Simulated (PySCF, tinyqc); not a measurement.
Orbital energy against energy difference: ionisation energy by orbital energies and by energy differences in the 6-31g basis, for H4, spin multiplicity 1. Computed by the program tinyqc with PySCF. 

Geometry (angstrom):
```
atom       x       y       z
H     0.0000  0.0000  0.0000
H     0.0000  0.0000  0.7550
H     0.0000  0.9090  0.0000
H     0.0000  0.9090  0.7550
```

CCSD(T) difference in the same basis = 9.3325 eV

IP-EOM-CCSD = 9.3558 eV

The cation is unrestricted; errors are against CCSD(T) in this basis, not against experiment.

First vertical ionisation energy (eV):
```
method     -e(HOMO)  E(cation) - E  error of -e(HOMO)  error of the difference
HF            9.039        8.55688             -0.293                   -0.776
LDA           4.356        9.25419             -4.976                   -0.078
PBE           4.412        9.26556             -4.921                   -0.067
B3LYP         5.595        9.45026             -3.738                    0.118
PBE0          5.779        9.30532             -3.553                   -0.027
CAM-B3LYP     7.207        9.39569             -2.125                    0.063
LC-wPBE       8.632        9.35726             -0.701                    0.025
```

Koopmans errs by -0.29 eV and Delta-HF by -0.78 eV: relaxation, 0.48 eV, lowers the value and the missing correlation difference works against it. The PBE level is off by -4.9 eV through the wrong tail of its potential, though its energy difference is off by -0.07 eV; exact exchange deepens the level, and among the orbital energies HF comes closest; among the differences LC-wPBE does. The restricted reference is unstable here: a spin-polarised solution lies 0.0070 hartree lower (PySCF), so results built on it describe a poor reference.
